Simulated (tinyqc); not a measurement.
# MOSFET in saturation, small-signal circuit and noise: several studies

Bias by the inversion coefficient IC = I/Ispec (charge-based model with velocity saturation; weak inversion below 0.1, strong above 10). Common-source circuit: gm, gds, Cgs, Cgd and Cj at the inner nodes, Rg in series with the gate; quasi-static, no source or drain resistance, no gate-body capacitance, no substrate network, no induced gate noise, so fmax is an upper estimate.

Inputs (values chosen for the exercise):
- T = 300 K (temperature)
- L = 40 nm (gate length)
- W = 5 um (total gate width)
- Cox = 1.62 uF/cm^2 (gate capacitance)
- mu = 120 cm^2/(V s) (mobility)
- n = 1.37 (slope factor)
- Ls = 20 nm (velocity-saturation length)
- sg = 0.1 (ratio gds/gm)
- Cov = 0.35 fF/um (overlap and fringe capacitance per side)
- Cj = 0.45 fF/um (drain junction capacitance)
- Rsh = 5 ohm (sheet resistance of the gate)
- Wf = 2 um (finger width)
- Rc = 100 ohm um (gate contact and vertical resistance)
- IC = 2.3 (inversion coefficient)
- gw = 0.09 (short-channel excess of the noise factor)
- Nt = 7.7e17 cm^-3 eV^-1 (oxide trap density)
- lt = 0.1 nm (tunnelling length into the oxide)
- ac = 1000 V s/C (Coulomb scattering coefficient)

Constants: q = 1.602176634e-19 C, kB = 1.380649e-23 J/K, Vt = kB T/q. Results are converted to the units shown.

Each table varies one quantity; the others keep the values above.

## Effect of the finger width on speed and noise

Ispec = 2 n mu Cox (W/L) Vt^2, lc = Ls/L, gms = [sqrt((lc IC + 1)^2 + 4 IC) - 1]/[2 + lc (lc IC + 1)], gm = gms Ispec/(n Vt), gds = sg gm. qs = [sqrt(1 + 4 IC) - 1]/2, Cgs = Cox W L qs (2 qs + 3)/(3 (qs + 1)^2) + Cov W, Cgd = Cov W, Cd = Cj W, Rg = Rsh (Wf/L)/(12 Nf) + Rc/W with Nf = W/Wf fingers (not rounded) contacted at both ends. fT = gm/(2 pi (Cgs + Cgd)), fmax = fT/(2 sqrt(Rg (gds + 2 pi fT Cgd))). Channel noise Sid = 4 kB T gam n gm with gam = (1/2 + (2/3) qs)/(1 + qs) + gw lc IC, qs = [sqrt(1 + 4 IC) - 1]/2, lc = Ls/L (the last term an empirical rise with velocity saturation); at the gate, white noise Sw = Sid/gm^2 + 4 kB T Rg. Number fluctuation with correlated mobility: S(f) = K/f, K = q^2 Vt lt Nt/(W L Cox^2) (1 + ac mu Cox I/gm)^2, Vt in eV with Nt per eV. Corner fc = K/Sw. IC is held fixed.

The same in every row: I (uA) = 102.3; fT (GHz) = 36.07.

Results:
```
Wf (um)  Rg (ohm)  fmax (GHz)  sqrt(Sw) (nV/Hz^0.5)  fc (MHz)
0.25        20.13       178.4                 3.801     69.80
1           22.08       170.3                 3.806     69.65
2           28.33       150.4                 3.819     69.15
4           53.33       109.6                 3.873     67.24
8           153.3       64.65                 4.081     60.56
```

Estimate the missing row, Wf = 0.5 um.

Computed row:
```
Wf (um)  Rg (ohm)  fmax (GHz)  sqrt(Sw) (nV/Hz^0.5)  fc (MHz)
0.5         20.52       176.7                 3.802     69.77
```

With this row back in the table: As Wf goes from 0.25 to 8 um, fT stays at 36.1 GHz, fmax falls from 178 to 64.6 GHz, the white noise rises from 3.80 to 4.08 nV/Hz^0.5 and the corner falls from 69.8 to 60.6 MHz. The finger width leaves fT alone and acts through Rg, whose sheet part goes as Wf^2. For Wf = 0.25 to 2 um fmax exceeds 4 fT, where channel resistance and substrate losses, left out here, would cap it.

## Effect of the gate length on speed and noise

Same model as above.

Corner fc = K/Sw. IC is held fixed, and so is sg.

Results:
```
L (nm)  I (uA)  Rg (ohm)  fT (GHz)  fmax (GHz)  sqrt(Sw) (nV/Hz^0.5)  fc (MHz)
20      204.69    36.667    62.567      176.88                3.3950    177.17
50      81.877    26.667    28.513      136.75                4.0759    48.481
79      51.821    24.219    16.302      106.16                4.7988    22.082
130     31.491    22.564    8.0375      74.483                5.9115    8.8320
200     20.469    21.667    4.0794      51.728                7.1863    3.8825
320     12.793    21.042    1.8407      32.881                8.9721    1.5563
500     8.1877    20.667   0.82922      20.366                11.132   0.64690
```

Estimate the missing row, L = 32 nm.

Computed row:
```
L (nm)  I (uA)  Rg (ohm)  fT (GHz)  fmax (GHz)  sqrt(Sw) (nV/Hz^0.5)  fc (MHz)
32      127.93    30.417    44.400      162.04                3.6228    96.332
```

With this row back in the table: As L goes from 20 to 500 nm, fT falls from 62.6 to 0.829 GHz, fmax falls from 177 to 20.4 GHz, the white noise rises from 3.40 to 11.1 nV/Hz^0.5 and the corner falls from 177 to 0.647 MHz. fT goes as L^(-0.73) between the first two rows and L^(-1.79) between the last two; with no overlap and no velocity saturation it would go as 1/L^2. For L = 50 to 500 nm fmax exceeds 4 fT, where channel resistance and substrate losses, left out here, would cap it.

## Effect of the inversion coefficient on speed and noise

Same model as above.

Corner fc = K/Sw. IC is held fixed.

The same in every row: Rg (ohm) = 28.33.

Effect of the inversion coefficient on speed and noise:
```
IC    I (uA)  fT (GHz)  fmax (GHz)  sqrt(Sw) (nV/Hz^0.5)  fc (MHz)
0.03   1.335     1.610       32.74                 17.80     3.118
0.1    4.450     4.750       56.01                 10.26     9.394
0.3    13.35     11.17       85.24                 6.606     22.71
1      44.50     23.81       123.1                 4.542     48.39
3      133.5     40.37       158.8                 3.682     74.79
10     445.0     58.35       189.6                 3.607     81.64
30      1335     67.48       203.2                 4.473     60.20
```

What does the comparison show?

As IC goes from 0.03 to 30, fT rises from 1.61 to 67.5 GHz, fmax rises from 32.7 to 203 GHz, the white noise goes from 17.8 through a minimum of 3.61 (at IC = 10 among the rows listed) to 4.47 nV/Hz^0.5 and the corner goes from 3.12 through a maximum of 81.6 (at IC = 10 among the rows listed) to 60.2 MHz. For IC = 0.03 to 1 fmax exceeds 4 fT, where channel resistance and substrate losses, left out here, would cap it.

Program tinyqc, `OMP_NUM_THREADS=1 python tinyqc.py 2150136 2150137 out.jsonl`; Intel Xeon 2.30GHz, shared host, one thread, about 0.01 s.
